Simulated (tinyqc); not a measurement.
Inside a calculation. Model: Schottky barrier on an n-type semiconductor with a doping step, non-linear Poisson equation by Newton steps.

tinyqc, about 0.08 s, one thread, Intel Xeon 2.30GHz (shared host): `OMP_NUM_THREADS=1 python tinyqc.py 2020023 2020024 out.jsonl` Printed values are rounded.

One dimension, metal at x = 0, donor density C(x) = N1 for x < x1 and Nd beyond. Energies are counted from the electron Fermi level of the semiconductor and the conduction-band edge is Ec = -psi, so n = Nc exp(psi/Vt); holes follow the Fermi level of the metal, at -V, so p = Nv exp((V - psi - Eg)/Vt). Ends: psi(0) = V - phiB and psi = Vt ln(Nd/Nc) deep inside. Boltzmann statistics, full ionisation, no current, no image force in the Poisson equation.

Inputs (values chosen for the exercise); band and dielectric values close to those of cadmium telluride:

| symbol | value | unit | meaning |
|---|---|---|---|
| T | 400 | K | temperature |
| Eg | 1.52 | eV | band gap |
| eps_r | 10.3 |  | relative permittivity |
| Nc | 1.23e18 | cm^-3 | conduction-band density of states at T |
| Nv | 2.73e19 | cm^-3 | valence-band density of states at T |
| Nd | 1.1e17 | cm^-3 | donor density deep in the semiconductor |
| phiB | 0.89 | eV | barrier height |
| V | -0.8 | V | bias of the metal against the semiconductor |
| x1 | 85 | nm | depth of the doping step |
| N1 | 5.5e15 | cm^-3 | donor density above the step |

Constants: q = 1.602176634e-19 C, kB = 1.380649e-23 J/K, Vt = kB T/q, eps0 = 8.8541878128e-14 F/cm where lengths are in cm. Results are converted to the units shown.

## End potentials, built-in voltage, Debye length

psi_0 = V - phiB, psi_b = Vt ln(Nd/Nc), Vbi = phiB - Vt ln(Nc/Nd), LD = sqrt(eps0 eps_r Vt/(q Nd)), W = sqrt(2 eps0 eps_r (Vbi - V)/(q Nd)), hole density at the metal p_0 = Nv exp((phiB - Eg)/Vt).

psi_0 = -1.69 V
psi_b = -0.0832189 V
Vbi = 0.806781 V
LD = 13.3554 nm
W for uniform Nd = 128.954 nm
p_0 = 3.15146e11 cm^-3

The hole density at the metal is 2.9e-6 times Nd, so holes hardly matter.

## Doping on the mesh

x, node 0 to 12 (nm): 0  13  28  45.3  65.2  88.2  115  145  181  221  268  322  385

C = N1 for x < x1 and Nd beyond, taken at the nodes.

donor density C, node 0 to 12 (cm^-3): 5.5e15  5.5e15  5.5e15  5.5e15  5.5e15  1.1e17  1.1e17  1.1e17  1.1e17  1.1e17  1.1e17  1.1e17  1.1e17

## Couplings between neighbouring nodes

a_i = eps0 eps_r/h_i for the interval from node i to i + 1, with h_i = x_(i+1) - x_i in cm.

coupling a_i, interval 0 to 11 (F/cm^2): 7.01524e-7  6.07988e-7  5.27157e-7  4.58282e-7  3.96514e-7  3.40292e-7  3.03994e-7  2.53328e-7  2.27995e-7  1.94039e-7  1.68885e-7  1.44759e-7

## Starting potential

A straight line in x from psi_0 = V - phiB to psi_b = Vt ln(Nd/Nc).

psi at the start, node 0 to 12 (V): -1.69000  -1.63575  -1.57314  -1.50094  -1.41789  -1.32190  -1.21005  -1.08485  -0.93460  -0.76767  -0.57151  -0.34615  -0.08322

## Iteration 1: densities, residual and Jacobian diagonal

n_i = Nc exp(psi_i/Vt), p_i = Nv exp((V - psi_i - Eg)/Vt), rho_i = p_i - n_i + C_i, g_i = (n_i + p_i)/Vt. Box widths w_i = (h_(i-1) + h_i)/2 in cm. Residual F_i = a_i (psi_(i+1) - psi_i) - a_(i-1) (psi_i - psi_(i-1)) + q rho_i w_i; Jacobian: a_(i-1) and a_i beside the diagonal, b_i = -a_(i-1) - a_i - q g_i w_i on it. The two end nodes are fixed.

```
node	n (cm^-3)	p (cm^-3)
0	6.26386e-4	3.15146e11
1	0.00302291	6.53025e10
2	0.0185855	1.06214e10
3	0.150961	1.30765e9
4	1.67985	1.17513e8
5	27.2073	7.25554e6
6	698.097	2.82773e5
7	26388.4	7480.68
8	2.06258e6	95.7071
9	2.61662e8	0.754422
10	7.74734e10	0.00254801
11	5.35363e13	3.68728e-6
12	1.1e17	1.79457e-9
```

```
node	residual F (C/cm^2)	diagonal b (F/cm^2)
1	1.23369e-9	-1.30951e-6
2	1.42314e-9	-1.13514e-6
3	1.63903e-9	-9.85439e-7
4	1.89017e-9	-8.54796e-7
5	4.38836e-8	-7.36805e-7
6	5.00520e-8	-6.44285e-7
7	5.81590e-8	-5.57322e-7
8	6.69710e-8	-4.81323e-7
9	7.66642e-8	-4.22034e-7
10	8.90008e-8	-3.62926e-7
11	1.03050e-7	-3.15100e-7
```

## Iteration 1: Newton step

Solve the tridiagonal system a_(i-1) d_(i-1) + b_i d_i + a_i d_(i+1) = -F_i for nodes 1 to 11, with d = 0 on fixed nodes. Each component d is damped to sign(d) Vt ln(1 + |d|/Vt) before it is added.

Newton step d, before damping, node 1 to 11 (V): 0.31691  0.68056  1.09725  1.57300  2.11810  2.62429  3.02628  3.27908  3.26624  2.85605  1.85780
psi after iteration 1, node 0 to 12 (V): -1.69000  -1.55571  -1.46862  -1.38060  -1.28545  -1.17939  -1.06026  -0.93021  -0.77723  -0.61042  -0.41884  -0.20808  -0.08322

## Iteration 2: densities, residual and Jacobian diagonal

As before.

```
node	n (cm^-3)	p (cm^-3)
0	6.26386e-4	3.15146e11
1	0.0308158	6.40592e9
2	0.385533	5.12027e8
3	4.95645	3.98275e7
4	78.3395	2.51984e6
5	1699.06	1.16184e5
6	53847.1	3666.00
7	2.34319e6	84.2455
8	1.98276e8	0.995597
9	2.50561e10	0.00787844
10	6.49673e12	3.03850e-5
11	2.93900e15	6.71669e-8
12	1.1e17	1.79457e-9
```

```
node	residual F (C/cm^2)	diagonal b (F/cm^2)
1	-4.00215e-8	-1.30951e-6
2	-5.12182e-9	-1.13514e-6
3	-1.16125e-9	-9.85439e-7
4	3.37674e-10	-8.54796e-7
5	4.23700e-8	-7.36805e-7
6	4.90501e-8	-6.44285e-7
7	5.73766e-8	-5.57322e-7
8	6.62475e-8	-4.81323e-7
9	7.58071e-8	-4.22034e-7
10	8.74170e-8	-3.63077e-7
11	8.28254e-8	-3.93560e-7
```

## Iteration 2: Newton step

As before.

Newton step d, before damping, node 1 to 11 (V): 0.21482  0.52852  0.90004  1.32992  1.82592  2.27936  2.62559  2.81457  2.73398  2.24861  1.17538
psi after iteration 2, node 0 to 12 (V): -1.69000  -1.48751  -1.37234  -1.26685  -1.15866  -1.04191  -0.91527  -0.78040  -0.62506  -0.45924  -0.27431  -0.08543  -0.08322

## Iteration 3: densities, residual and Jacobian diagonal

As before.

```
node	n (cm^-3)	p (cm^-3)
0	6.26386e-4	3.15146e11
1	0.222869	8.85737e8
2	6.29695	3.13490e7
3	134.376	1.46904e6
4	3100.90	63660.1
5	91702.3	2152.65
6	3.61460e6	54.6127
7	1.80828e8	1.09166
8	1.63884e10	0.0120453
9	2.01241e12	9.80928e-5
10	4.30313e14	4.58744e-7
11	1.03157e17	1.91362e-9
12	1.1e17	1.79457e-9
```

```
node	residual F (C/cm^2)	diagonal b (F/cm^2)
1	-7.07928e-8	-1.30951e-6
2	-1.29860e-8	-1.13514e-6
3	-4.39119e-9	-9.85439e-7
4	-1.40248e-9	-8.54796e-7
5	4.06904e-8	-7.36805e-7
6	4.79528e-8	-6.44285e-7
7	5.65148e-8	-5.57322e-7
8	6.54227e-8	-4.81324e-7
9	7.47420e-8	-4.22075e-7
10	8.46666e-8	-3.73025e-7
11	-2.51639e-8	-3.11864e-6
```

## Iteration 3: Newton step

As before.

Newton step d, before damping, node 1 to 11 (V): 0.10348  0.33933  0.63597  0.98677  1.39576  1.75275  1.99462  2.06177  1.84944  1.21515  0.05774
psi after iteration 3, node 0 to 12 (V): -1.69000  -1.43971  -1.29018  -1.16455  -1.04185  -0.91350  -0.77917  -0.63993  -0.48346  -0.32133  -0.15054  -0.05152  -0.08322

## Course of the Newton iteration

Stop when the largest undamped |d| is below 1e-9 V, or after 80 iterations.

Course of the iteration:
```
iteration	largest |F| (C/cm^2)	largest |d| (V)	at node
1	1.03e-7	3.28	8
2	8.74e-8	2.81	8
3	8.47e-8	2.06	8
4	1.77e-7	1.46	7
5	8.66e-8	1.05	7
6	9.14e-8	0.637	7
7	7.30e-8	0.366	6
8	4.17e-8	0.201	6
9	2.99e-8	0.0885	6
10	1.90e-8	0.0307	6
11	5.52e-9	7.82e-3	6
12	5.00e-10	6.98e-4	6
13	4.51e-12	6.28e-6	6
14	3.71e-16	5.16e-10	6
```

Converged in 14 iterations. Once the step is below 0.1 Vt, 2 more iteration(s) reach the threshold: near the solution the error is roughly squared each time.

## Converged densities, field and barrier lowering

converged psi, node 0 to 12 (V): -1.69000  -1.50268  -1.28857  -1.04433  -0.76696  -0.45115  -0.21212  -0.10528  -0.08561  -0.08343  -0.08323  -0.08322  -0.08322

n and p as above; E_i = -(psi_(i+1) - psi_i)/h_i; at the metal |E_0| = |E on interval 0| + q rho_0 (h_0/2)/(eps0 eps_r), rho_0 = p_0 - n_0 + C_0; image-force lowering dphi = sqrt(q |E_0|/(4 pi eps0 eps_r)).

```
node	n (cm^-3)	p (cm^-3)
0	6.26386e-4	3.15146e11
1	0.143538	1.37527e9
2	71.5517	2.75889e6
3	85487.0	2309.16
4	2.67055e8	0.739186
5	2.54472e12	7.75736e-5
6	2.61405e15	7.55163e-8
7	5.79980e16	3.40362e-9
8	1.02632e17	1.92342e-9
9	1.09340e17	1.80541e-9
10	1.09956e17	1.79529e-9
11	1.09998e17	1.79461e-9
12	1.1e17	1.79457e-9
```

field E, interval 0 to 11 (kV/cm): -144.092  -142.739  -141.179  -139.382  -137.309  -89.191  -35.613  -5.465  -0.546  -0.041  -0.002  0.000
|E_0| at the metal = 144.720 kV/cm
image-force lowering = 44.9802 mV

A mesh of about 1000 nodes or more gives |E_0| = 137.9 kV/cm; the 13-node value is 5.0 % above it.
